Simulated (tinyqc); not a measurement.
Two-step dopant diffusion (predeposition and drive-in) with a constant diffusivity. Changing the drive-in temperature T2. Computed by tinyqc, a small Python program. Command: `OMP_NUM_THREADS=1 python tinyqc.py 3029113 3029114 out.jsonl dopdiff sweep`. One thread of a shared host (Intel(R) Xeon(R) Processor @ 2.30GHz), about 0.03 s of CPU time with the checks.

Fick diffusion into a half space x > 0 whose background doping C_B is of the opposite type, so that a junction lies where C = C_B.

Inputs (values chosen for the exercise, modelled on phosphorus in silicon):
```
quantity                        value    unit
prefactor D0                     4.34  cm^2/s
activation energy E              3.65      eV
surface concentration C_s     1.5e+20  1/cm^3
background doping C_B         1.7e+14  1/cm^3
predeposition temperature T1     1000       C
predeposition time t1               5     min
drive-in time t2                  120     min
```

Furnace ramps of the drive-in: none.

Constants: k_B = 8.617333262e-05 eV/K.

Method:
- D = D0 exp(-E/(k_B T)).
- Temperatures in kelvin are T(C) + 273.15.
- Times in seconds are 60 times the minutes.
- (Dt)2 = D2 t2, t2 in seconds.
- C = C_s erfc(x/(2 sqrt(D1 t1))); dose Q = 2 C_s sqrt(D1 t1/pi); the junction solves erfc(z) = C_B/C_s with x_j = 2 z sqrt(D1 t1).
- With a sealed surface and a thin source, C = Q/sqrt(pi (Dt)2) exp(-x^2/(4 (Dt)2)); x_j = 2 sqrt((Dt)2 ln(C(0)/C_B)); gradient at the junction |dC/dx| = C_B x_j/(2 (Dt)2).

One run for each value; columns: (1) drive-in temperature T2 (C); (2) junction depth x_j (um); (3) surface concentration C(0) (Gaussian) (1/cm^3); (4) D2 (cm^2/s); (5) gradient at the junction (1/cm^4):
```
(1)      (2)         (3)         (4)         (5)
950   0.3753  3.8475e+19  3.9655e-15  1.1172e+20
1000  0.7200  1.9492e+19  1.5450e-14  5.5015e+19
1025  0.9781  1.4149e+19  2.9321e-14  3.9382e+19
1050  1.3130  1.0396e+19  5.4315e-14  2.8539e+19
1075  1.7428  7.7262e+18  9.8339e-14  2.0922e+19
1100  2.2887  5.8044e+18  1.7424e-13  1.5507e+19
1150  3.8312  3.3762e+18  5.1500e-13  8.7826e+18
1200  6.1847  2.0374e+18  1.4142e-12  5.1629e+18
```

Over the rows, junction depth x_j (um) rises from 0.375 to 6.18; surface concentration C(0) (Gaussian) (1/cm^3) falls from 3.85e19 to 2.04e18. D2 rises by a factor 357 over the range, x_j by 16.5, less than the square root 18.9, as the surface value drops.

Caution (rows 950): the drive-in budget is under fifteen times D1 t1, so the source is not thin and the Gaussian junction is too shallow. Caution (rows 950, 1000, 1020, 1050): the surface value exceeds the intrinsic carrier density during the drive-in as well. Caution (all rows): C_s exceeds the intrinsic carrier density of silicon at the predeposition temperature (2e18 to 1e19 per cm^3), where real diffusivities rise with concentration and profiles turn box-like.
